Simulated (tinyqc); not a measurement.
# Two-valley model of the transferred-electron effect, step by step

A worked calculation. Computed by tinyqc, a small Python program that keeps every step. Command: `OMP_NUM_THREADS=1 python tinyqc.py 3015081 3015082 out.jsonl gunn walk`. One thread of a shared host (Intel(R) Xeon(R) Processor @ 2.30GHz), about 0.01 s of CPU time with the checks. Intermediate numbers are printed to about 5 digits and carried at full precision; extremes and crossings named in words are read from the listed rows.

Both kinds of valley share one electron temperature T_e, and each has a constant mobility.

Inputs (values chosen for the exercise, modelled on GaSb):
```
quantity                       value        unit
central-valley mass m1         0.042         m_0
satellite-valley mass m2        0.25         m_0
satellite valleys Z                4           -
valley separation dE           0.085          eV
central-valley mobility mu1     4800  cm^2/(V s)
satellite-valley mobility mu2    530  cm^2/(V s)
energy relaxation time tau_E    0.82          ps
lattice temperature T            300           K
electric field F                 1.3       kV/cm
iteration cap                    600           -
```

Solver: bisection.

Constants: k_B = 8.617333262e-05 eV/K.

## Equilibrium

Density-of-states ratio R = Z (m2/m1)^(3/2); n2/n1 = R exp(-dE/(k_B T_e)); mean mobility mu = (mu1 + mu2 n2/n1)/(1 + n2/n1); energy balance e mu F^2 = (3/2) k_B (T_e - T)/tau_E; v = mu F.

R = 58.089

n2/n1 without field = 2.1685

low-field mobility = 1877.6 cm^2/(V s)

dE is 3.3 k_B T, so part of the electrons sit in the satellites even without field.

## Electron temperature

Bisection on h(T_e) = T_out(T_e) - T_e between T and T_out(T), with T_out = T + (2/3) e mu(T_e) F^2 tau_E/k_B; stop when the bracket is below 1e-6 K.

Course of the iteration:
```
iteration  T_e (K)  mu (cm^2/(V s))  bracket (K)
1           310.07           1781.2   1.0065e+01
2           315.10           1736.7   5.0326e+00
3           317.61           1715.4   2.5163e+00
4           318.87           1704.9   1.2581e+00
5           318.24           1710.1   6.2907e-01
6           318.56           1707.5   3.1454e-01
7           318.40           1708.8   1.5727e-01
...            ...              ...          ...
19          318.33           1709.4   3.8395e-05
20          318.33           1709.4   1.9198e-05
21          318.33           1709.4   9.5989e-06
22          318.33           1709.4   4.7994e-06
23          318.33           1709.4   2.3997e-06
24          318.33           1709.4   1.1999e-06
25          318.33           1709.4   5.9993e-07
```

electron temperature T_e = 318.33 K

Converged in 25 iterations.

## Velocity

The formulas are those given above.

share in the satellites = 72.379 %

mean mobility = 1709.4 cm^2/(V s)

drift velocity = 0.22223 1e7 cm/s

## Velocity against field

The formulas are those given above.

The curve:
```
F (kV/cm)  T_e (K)  share in the satellites (%)  v (1e7 cm/s)  low-field line (1e7 cm/s)
0.13         300.2                       68.487       0.02438                     0.0244
0.33         301.3                       68.742       0.06154                     0.0620
0.65         304.9                       69.570       0.11891                     0.1220
0.91         309.4                       70.554       0.16265                     0.1709
1.30         318.3                       72.379       0.22223                     0.2441
1.80         332.8                       74.996       0.28758                     0.3380
2.60         361.0                       79.082       0.37003                     0.4882
3.90         415.4                       84.392       0.46662                     0.7323
6.50         549.5                       90.610       0.60511                     1.2205
13.00       1059.7                       95.816       0.92124                     2.4409
```

v rises in every row; the share in the slow valleys goes from 68 to 96 %, too gradually against the field for a falling branch among these rows. With constant mobilities n2/n1 tends to R and v ends on the line (mu1 + R mu2) F/(1 + R), a mobility of 602; real satellites saturate instead.

Checks made by the program: field recovered from T_e by the energy balance (relative difference 2e-08).
